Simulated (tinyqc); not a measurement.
Thresholds of impact ionisation and Auger recombination from band masses: one step. Non-parabolicity raises the threshold. Five cases, with inputs chosen for the exercise.

Question. Give alpha, E_T, E_a = E_T - Eg and k4.

Non-parabolic fast electron: E (1 + alpha E) = c k^2/me with alpha = (1 - me)^2/Eg; the slow carriers stay parabolic, so E_T = Eg + me E_T (1 + alpha E_T)/M, M = 2 me + mh (the root between Eg and 1.9 Eg).

Constants: hbar^2/2m0 = 3.80998211 eV angstrom^2.

Case 1.

Values chosen (out of a larger set: near those of InAs, gap at low temperature and not tied to T; not measured data): Eg = 0.409 eV (gap at Gamma to the s-like level); me = 0.0262 m0 (electron mass at Gamma); mh = 0.41 m0 (heavy-hole mass).

Case 2.

Values chosen (out of a larger set: near those of CdTe, gap at low temperature and not tied to T; not measured data): Eg = 1.599 eV (gap at Gamma to the s-like level); me = 0.0976 m0 (electron mass at Gamma); mh = 0.64 m0 (heavy-hole mass).

Case 3.

Values chosen (out of a larger set: near those of GaSb, gap at low temperature and not tied to T; not measured data): Eg = 0.789 eV (gap at Gamma to the s-like level); me = 0.0387 m0 (electron mass at Gamma); mh = 0.33 m0 (heavy-hole mass).

Case 4.

Values chosen (out of a larger set: near those of InP, gap at low temperature and not tied to T; not measured data): Eg = 1.383 eV (gap at Gamma to the s-like level); me = 0.078 m0 (electron mass at Gamma); mh = 0.66 m0 (heavy-hole mass).

Case 5.

Values chosen (out of a larger set: near those of GaSb, gap at low temperature and not tied to T; not measured data): Eg = 0.806 eV (gap at Gamma to the s-like level); me = 0.0379 m0 (electron mass at Gamma); mh = 0.32 m0 (heavy-hole mass).

Give: alpha; E_T; E_a; k4.

Answer.

Case 1.

alpha = 2.3185 1/eV
E_T = 0.4635 eV
E_a = 0.0545 eV
k4 = 0.08132 1/angstrom

E_a is 2.22 times the parabolic value, since an electron at E_T above the edge has 1 + alpha E_T = 2.07 times the squared momentum, and E_T itself is 1.07 times higher.

Case 2.

alpha = 0.5093 1/eV
E_T = 2.1108 eV
E_a = 0.5118 eV
k4 = 0.33496 1/angstrom

E_a is 2.42 times the parabolic value, since an electron at E_T above the edge has 1 + alpha E_T = 2.07 times the squared momentum, and E_T itself is 1.17 times higher. In the real crystal the L valleys lie below this energy, so the fast electron may not stay in the Gamma valley.

Case 3.

alpha = 1.1712 1/eV
E_T = 0.9930 eV
E_a = 0.2040 eV
k4 = 0.14771 1/angstrom

E_a is 2.46 times the parabolic value, since an electron at E_T above the edge has 1 + alpha E_T = 2.16 times the squared momentum, and E_T itself is 1.14 times higher. In the real crystal the L valleys lie below this energy, so the fast electron may not stay in the Gamma valley.

Case 4.

alpha = 0.6147 1/eV
E_T = 1.7218 eV
E_a = 0.3388 eV
k4 = 0.26936 1/angstrom

E_a is 2.32 times the parabolic value, since an electron at E_T above the edge has 1 + alpha E_T = 2.06 times the squared momentum, and E_T itself is 1.13 times higher. In the real crystal the L valleys lie below this energy, so the fast electron may not stay in the Gamma valley.

Case 5.

alpha = 1.1484 1/eV
E_T = 1.0172 eV
E_a = 0.2112 eV
k4 = 0.14812 1/angstrom

E_a is 2.47 times the parabolic value, since an electron at E_T above the edge has 1 + alpha E_T = 2.17 times the squared momentum, and E_T itself is 1.14 times higher. In the real crystal the L valleys lie below this energy, so the fast electron may not stay in the Gamma valley.

Computed by tinyqc, one run a case: `OMP_NUM_THREADS=1 python tinyqc.py N N+1 out.jsonl` with N = 1850037, 1850271, 1850286, 1850307, 1850327; one thread of a shared Intel(R) Xeon(R) Processor @ 2.30GHz, about 0.01 s a run at most.
